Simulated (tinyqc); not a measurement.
Gate length: charge control and current of a heterostructure field-effect transistor. Computed by tinyqc, a small Python program. Command: `OMP_NUM_THREADS=1 python tinyqc.py 3009053 3009054 out.jsonl hemt walk`. One thread of a shared host (Intel(R) Xeon(R) Processor @ 2.30GHz), about 0.01 s of CPU time with the checks.

Two subbands in a triangular well; E_F is counted from the conduction band edge of the channel at the interface.

Inputs (values chosen for the exercise, modelled on AlGaAs/GaAs):
```
quantity                                  value        unit
channel mass m                            0.069         m_0
permittivity eps (barrier and channel)     12.3           -
barrier thickness d                          23          nm
Schottky barrier phi_B                      1.1          eV
conduction band offset dE_c                0.28          eV
delta-doping density N_d                4.5e+12      1/cm^2
gate voltage V_G                              0           V
mobility mu                                5800  cm^2/(V s)
saturation velocity v_s                     1.3    1e7 cm/s
gate length L                                69          nm
source resistance R_S                         0      ohm mm
temperature T                                77           K
mixing                                      0.3           -
iteration cap                               200           -
spacer between delta layer and channel      4.2          nm
```

Charge source: delta doping. Velocity law: smooth.

Constants: e = 1.602176634e-19 C; eps_0 = 8.8541878128e-12 F/m; k_B = 8.617333262e-05 eV/K; hbar = 1.054571817e-34 J s; m_0 = 9.1093837015e-31 kg; k_B = 1.380649e-23 J/K.

Method:
- Threshold V_T = phi_B - dE_c - e N_d (d - spacer)/(eps eps_0) (in volts); C_b = eps eps_0/d.
- Charge control: n_s = C_b (V_G - V_T - E_F/e)/e. Well: mean field F = e n_s/(2 eps eps_0), E_i = (hbar^2/2m)^(1/3) [(3 pi e F/2)(i + 3/4)]^(2/3), i = 0, 1; n_s = D k_B T sum_i ln(1 + exp((E_F - E_i)/k_B T)), D = m/(pi hbar^2), which is solved in closed form for E_F.
- Iteration from n_s = C_b (V_G - V_T)/(2e): E_F from n_s, n_out from the charge control, n_new = n_s + mixing (n_out - n_s), kept above n_s/10; stop when |n_out/n_s - 1| < 1e-9.
- C_g = e dn_s/dV_G = 1/(1/C_b + 1/C_q), 1/C_q = d(E_F/e)/d(e n_s) by a central difference of +/- 0.1 % in n_s; added distance dd = eps eps_0/C_q.
- With V = e n_s/C_g and V_c = v_s L/mu: for v = mu F/(1 + mu F/v_s), V_Dsat = V_c (sqrt(1 + 2V/V_c) - 1) and I/W = C_g v_s (V - V_Dsat); g_m = dI/dV; extrinsic g_m/(1 + g_m R_S); f_T = g_m/(2 pi C_g L).

sheet density n_s = 9.52290e+11 1/cm^2

gate capacitance C_g = 0.379494 microfarad/cm^2

V = 0.402045 V

Scaling; the last columns are v_s/(2 pi L) and mu V/(2 pi L^2):
```
L (nm)  I/W (mA/mm)  g_m (mS/mm)  extrinsic g_m (mS/mm)   f_T (GHz)  velocity limit (GHz)  mobility limit (GHz)
30           165.24       448.42                 448.42  6.2687e+02                689.67            4.1236e+04
60           153.25       430.07                 430.07  3.0061e+02                344.84            1.0309e+04
120          137.86       404.59                 404.59  1.4140e+02                172.42            2.5773e+03
250          117.68       367.42                 367.42  6.1637e+01                 82.76            5.9380e+02
500           95.55       320.80                 320.80  2.6908e+01                 41.38            1.4845e+02
1000          72.08       263.01                 263.01  1.1030e+01                 20.69            3.7113e+01
2000          49.85       198.18                 198.18  4.1558e+00                 10.35            9.2782e+00
5000          26.66       116.90                 116.90  9.8051e-01                  4.14            1.4845e+00
```

What does the comparison show, and why?

f_T scales as L^-1.06 at the short end and L^-1.58 at the long end; the two limits cross at L = mu V/v_s = 1790 nm. g_m tends to C_g v_s = 493 mS/mm. Fringe capacitances and short-channel effects, left out, lower f_T once L is below about ten barrier thicknesses.

Extremes, crossings and ranges named in words are read from the listed rows.
